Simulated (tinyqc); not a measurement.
## p-n diode with diffusion and depletion-layer recombination: effect of the hole lifetime

Abrupt junction in the depletion approximation, low injection, full ionisation, neutral widths fixed, ohmic contact on the p side. Vj is the junction voltage; where a series resistance Rs is given, V = Vj + J Rs is the terminal voltage.

ni = sqrt(Nc Nv) exp(-Eg/(2 Vt)), Eg in volts; D = mu Vt; Ln = sqrt(Dn tn), Lp = sqrt(Dp tp); J0n = q ni^2 Dn coth(wp/Ln)/(Ln Na); J0p = (q ni^2 Dp/(Lp Nd)) (s + tanh(wn/Lp))/(1 + s tanh(wn/Lp)), s = Sp Lp/Dp. J_diff = (J0n + J0p)(exp(Vj/Vt) - 1). Vbi = Vt ln(Na Nd/ni^2), W = sqrt(2 eps0 eps_r (Vbi - Vj)(1/Na + 1/Nd)/q), xp = W Nd/(Na + Nd), xn = W Na/(Na + Nd); u(x) = q Na (x + xp)^2/(2 eps0 eps_r) for x < 0 and Vbi - Vj - q Nd (xn - x)^2/(2 eps0 eps_r) for x > 0; p = Na exp(-u/Vt), n = Nd exp((u - Vbi + Vj)/Vt); U = ni^2 (exp(Vj/Vt) - 1)/(tp (n + ni exp(Et/Vt)) + tn (p + ni exp(-Et/Vt))); J_scr = q times the integral of U from -xp to xn. J = J_diff + J_scr.

Inputs (values chosen for the exercise); band and dielectric values close to those of silicon:

| symbol | value | unit | meaning |
|---|---|---|---|
| T | 300 | K | temperature |
| Eg | 1.13 | eV | band gap |
| eps_r | 11.5 |  | relative permittivity |
| Nc | 2.8e19 | cm^-3 | conduction-band density of states at T |
| Nv | 2.66e19 | cm^-3 | valence-band density of states at T |
| Na | 2.3e16 | cm^-3 | acceptor density |
| Nd | 1.5e17 | cm^-3 | donor density |
| mun | 1100 | cm^2/(V s) | electron mobility in the p side |
| mup | 270 | cm^2/(V s) | hole mobility in the n side |
| tn | 8e-8 | s | electron lifetime |
| wp | 56 | um | neutral width of the p side |
| wn | 1.5 | um | neutral width of the n side |
| Sp | 1e7 | cm/s | recombination velocity at the n contact |
| Et | 0 | eV | trap level above the intrinsic level |
| Vj | 0.61 | V | junction voltage at which recombination is evaluated |

Constants: q = 1.602176634e-19 C, kB = 1.380649e-23 J/K, Vt = kB T/q, eps0 = 8.8541878128e-14 F/cm where lengths are in cm. Results are converted to the units shown.

The same in every row: J0n (A/cm^2) = 1.018e-11.

Results:
```
tp (s),J0p (A/cm^2),J_diff (A/cm^2),J_scr (A/cm^2),J_scr/J (%),wn/Lp
1e-10,2.185e-11,0.5664,0.08433,12.96,5.678
1e-9,7.294e-12,0.3090,0.02907,8.598,1.795
1e-8,4.237e-12,0.2549,0.01053,3.967,0.5678
1e-7,3.872e-12,0.2485,0.004005,1.586,0.1795
1e-5,3.831e-12,0.2478,5.394e-4,0.2172,0.01795
0.0001,3.830e-12,0.2478,1.056e-4,0.04260,0.005678
```

Estimate the missing row, tp = 1e-6 s.

Computed row:
```
tp (s),J0p (A/cm^2),J_diff (A/cm^2),J_scr (A/cm^2),J_scr/J (%),wn/Lp
1e-6,3.835e-12,0.2478,0.001564,0.6273,0.05678
```

With this row back in the table: As tp goes from 1e-10 to 0.0001, J0p falls from 2.18e-11 to 3.83e-12 A/cm^2, J_scr falls from 0.0843 to 1.06e-4 A/cm^2 and its share falls from 13.0 to 0.0426 %. J0p goes as tp^(-0.48) at the start and tp^(0.00) at the end.

Program tinyqc, `OMP_NUM_THREADS=1 python tinyqc.py 2260046 2260047 out.jsonl`; Intel Xeon 2.30GHz, shared host, one thread, about 0.01 s.
